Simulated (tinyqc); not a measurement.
From results back to parameters: valence-band offset from core levels. Four cases, with inputs chosen for the exercise.

Problem. At an interface of A and B the binding energy of the core level of B exceeds that of A by dCL. Binding energy of a core level = (EF - Ev) + CL, with one Fermi level for both sides. Find dEv = Ev(A) - Ev(B) and dEc = Eg2 - Eg1 - dEv with the corrected (second) gaps.

Case 1.

Values chosen (out of a larger set: gaps near those of InAs and GaSb; not measured data): CL = (85.41, 33.74) eV (depth of a core level below the valence top in bulk A and bulk B); Eg1 = (0.05, 0.43) eV (gap of A: semi-local value, corrected value); Eg2 = (0.1, 0.78) eV (gap of B: semi-local value, corrected value).

dCL = -52.1557 eV

Case 2.

Values chosen (out of a larger set: gaps near those of Si and Ge; not measured data): CL = (88.12, 17.9) eV (depth of a core level below the valence top in bulk A and bulk B); Eg1 = (0.59, 1.19) eV (gap of A: semi-local value, corrected value); Eg2 = (0.1, 0.72) eV (gap of B: semi-local value, corrected value).

dCL = -70.9102 eV

Case 3.

Values chosen (out of a larger set: gaps near those of Si and GaP; not measured data): CL = (33.14, 82.3) eV (depth of a core level below the valence top in bulk A and bulk B); Eg1 = (0.57, 1.17) eV (gap of A: semi-local value, corrected value); Eg2 = (1.67, 2.46) eV (gap of B: semi-local value, corrected value).

dCL = 49.9495 eV

Case 4.

Values chosen (out of a larger set: gaps near those of GaAs and AlAs; not measured data): CL = (57.56, 30.56) eV (depth of a core level below the valence top in bulk A and bulk B); Eg1 = (0.49, 1.59) eV (gap of A: semi-local value, corrected value); Eg2 = (1.42, 2.33) eV (gap of B: semi-local value, corrected value).

dCL = -26.5555 eV

Find: dEv; dEc.

Solution. dCL = (EF - Ev(B)) + CL_B - (EF - Ev(A)) - CL_A = dEv + CL_B - CL_A; the Fermi level drops out.

Case 1.

dEv = -0.49 eV
dEc = 0.84 eV

Case 2.

dEv = -0.69 eV
dEc = 0.22 eV

Case 3.

dEv = 0.79 eV
dEc = 0.50 eV

Case 4.

dEv = 0.44 eV
dEc = 0.30 eV

Computed by tinyqc, one run a case: `OMP_NUM_THREADS=1 python tinyqc.py N N+1 out.jsonl` with N = 1880097, 1880120, 1880131, 1880152; one thread of a shared Intel(R) Xeon(R) Processor @ 2.30GHz, about 0.01 s a run at most.
